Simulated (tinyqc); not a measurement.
Inside a calculation. Method: lattice vibrations of a chain. One step of it, computed by the program tinyqc.

Question. Dynamical matrix at q = 0.23. q is in units of 2 pi/a. A spring k from atom i to atom j, n cells on, adds k to Phi_ii and Phi_jj, -k exp(2 pi i q n) to Phi_ij and the conjugate to Phi_ji (for one atom a cell: 2k (1 - cos 2 pi q n)); D_ij = Phi_ij / sqrt(m_i m_j).

A chain moving along its axis:
```
atom,mass (u),spring to the next atom (eV/angstrom^2)
1,68.100000,2.800000
2,90.600000,3.600000
3,50.500000,3.400000
```

Give: D(q).

Answer.

D(q) (eV/(angstrom^2 u)), lower triangle (Hermitian):
```
,1,2,3
1,0.091
2,-0.036,0.071
3,-0.007-0.058i,-0.053,0.139
```
